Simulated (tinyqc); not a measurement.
Coherent transport through a tight-binding region between two chains, step by step. One step of it, computed by the program tinyqc.

Task: Transmission at E = -0.96 eV. Surface Green function g = (E - i sqrt(4 t^2 - E^2)) / (2 t^2); self-energy tc^2 g on each contact site; G = (E - H - Sigma)^(-1); Gamma = -2 Im Sigma; T = Gamma_L Gamma_R |G_LR|^2; local density of states -Im G_ii / pi.

H of the central region (eV):
$$\begin{pmatrix}
0.000000 & -1.700000 & 0.000000 \\
-1.700000 & 0.000000 & -1.080000 \\
0.000000 & -1.080000 & 0.000000
\end{pmatrix}$$

Leads: semi-infinite chains with site energy 0:
```
parameter                           value
lead hopping t (eV)              1.320000
coupling to the left lead (eV)   1.060000
coupling to the right lead (eV)  0.230000
left contact site                       1
right contact site                      3
```

E = -0.960000 eV

Give: g; G; local density of states; transmission.

Result:

g = -0.2755-0.7057i 1/eV

G (1/eV):
$$\begin{pmatrix}
-0.0863-0.0208i & 0.5455+0.0323i & 0.6208+0.0614i \\
0.5455+0.0323i & 0.2238-0.2421i & 0.2662-0.2660i \\
0.6208+0.0614i & 0.2662-0.2660i & -0.7405-0.3332i
\end{pmatrix}$$

local density of states (1/eV): [0.0066, 0.0771, 0.1060]

transmission = 0.0461
